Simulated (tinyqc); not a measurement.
Comparisons within one model: two-dimensional electron gas with Rashba and Dresselhaus coupling. A value that a table varies takes the place of the one given here.

H = c k^2/m + al (ky sx - kx sy) + b1 (kx sx - ky sy) + gam kx ky (kx sy - ky sx), s the Pauli matrices, x = [100], c = hbar^2/2m0, b1 = gam (pi/L)^2 (hard walls). H = c k^2/m + B.s, so E = c k^2/m -/+ |B| and the lower state has its spin along -B.

Constants: hbar^2/2m0 = 3.80998211 eV angstrom^2.

Parameters, chosen for this exercise (of the size met in InGaAs; the results hold for these values, not for the real material):

| symbol | value | unit | meaning |
|---|---|---|---|
| m | 0.0411 | m0 | mass |
| al | 0.13 | eV angstrom | Rashba constant |
| gam | 22.2 | eV angstrom^3 | bulk Dresselhaus constant |
| L | 140 | angstrom | width of the (001) well |
| n | 3.9 | 1e11/cm^2 | sheet density (one subband filled) |

## Splitting and spin direction around the circle

At |k| = k0 = sqrt(2 pi n), 1e11/cm^2 = 1e-5/angstrom^2.

Around the circle:

| phi (deg) | Bx (meV) | By (meV) | splitting (meV) | lower spin (deg) |
|---|---|---|---|---|
| 0.0 | 0.1750 | -2.0350 | 4.0850 | 94.9 |
| 22.5 | 0.9289 | -1.9193 | 4.2645 | 115.8 |
| 45.0 | 1.5326 | -1.5326 | 4.3348 | 135.0 |
| 67.5 | 1.9193 | -0.9289 | 4.2645 | 154.2 |
| 90.0 | 2.0350 | -0.1750 | 4.0850 | 175.1 |
| 112.5 | 1.8409 | 0.6286 | 3.8906 | -161.1 |
| 135.0 | 1.3453 | 1.3453 | 3.8052 | -135.0 |
| 157.5 | 0.6286 | 1.8409 | 3.8906 | -108.9 |

The splitting runs from 3.8052 meV at 135 to 4.3348 meV at 45 degrees. Along [110] it is 2 k |al + b1 - 2 b3| and along [-110] 2 k |al - b1 + 2 b3|, b3 = gam k^2/4. From 0 to 90 degrees the spin turns with k (+80 degrees), the sense of the Rashba term.

## Tuning the Rashba term through the balance point

al = f (b1 - b3) at k0 = sqrt(2 pi n), b3 = gam k0^2/4. Helix wavelength along [110]: 2 pi c/(m |al + b1 - b3|). Dyakonov-Perel rates are proportional to the mean squares of the first harmonics: for spin along z, al^2 + (b1 - b3)^2; for the most protected in-plane spin, (al - (b1 - b3))^2/2 (third harmonic left out); both are given over (b1 - b3)^2.

Against f:

| f | al (meV angstrom) | wavelength (micron) | rate, z | rate, in plane |
|---|---|---|---|---|
| 0.00 | 0.000 | 5.932 | 1.000 | 0.5000 |
| 0.25 | 2.455 | 4.746 | 1.062 | 0.2812 |
| 0.50 | 4.909 | 3.955 | 1.250 | 0.1250 |
| 0.75 | 7.364 | 3.390 | 1.562 | 0.0312 |
| 0.90 | 8.837 | 3.122 | 1.810 | 0.0050 |
| 1.00 | 9.819 | 2.966 | 2.000 | 0.0000 |
| 1.25 | 12.274 | 2.636 | 2.562 | 0.0312 |
| 2.00 | 19.638 | 1.977 | 5.000 | 0.5000 |

At f = 1, al = 9.82 meV angstrom, the first harmonic points along one axis for all k and the listed in-plane rate vanishes; the helix would have wavelength 2.97 micron. The third harmonic, b3/(b1 - b3) = 0.14, is small and sets its lifetime. The uniform z spin still relaxes there, twice as fast as at f = 0.

## What each parameter does

Splittings 2|B| at k0 = sqrt(2 pi n) along [100], [110] and [-110], and E0 = c k0^2/m; 1e11/cm^2 = 1e-5/angstrom^2. Each row changes one parameter from the base and keeps the others.

Results:

| case | [100] (meV) | [110] (meV) | [-110] (meV) | E0 (meV) |
|---|---|---|---|---|
| base | 4.0850 | 4.3348 | 3.8052 | 22.72 |
| m = 0.04521 m0 | 4.0850 | 4.3348 | 3.8052 | 20.65 |
| al = 0.156 eV angstrom | 4.8965 | 5.1488 | 4.6192 | 22.72 |
| gam = 26.64 eV angstrom^3 | 4.0916 | 4.3878 | 3.7522 | 22.72 |
| L = 160 angstrom | 4.0788 | 4.2528 | 3.8872 | 22.72 |
| n = 5.85 1e11/cm^2 | 5.0031 | 5.2569 | 4.7125 | 34.07 |

The largest shifts from the base row, up to three for each result and ties (the steps differ in size, so this ranks the rows, not the parameters). [100] (meV): n +0.9181, al +0.8115, gam +0.0066; unchanged at the printed digits by m. [110] (meV): n +0.9221, al +0.8140, L -0.0820; unchanged at the printed digits by m. [-110] (meV): n +0.9073, al +0.8140, L +0.0820; unchanged at the printed digits by m. E0 (meV): n +11.36, m -2.07; unchanged at the printed digits by al, gam and L.

Program tinyqc; command `OMP_NUM_THREADS=1 python tinyqc.py 1482417 1482418 out.jsonl`; about 0.01 s on one thread of a shared Intel(R) Xeon(R) Processor @ 2.30GHz.
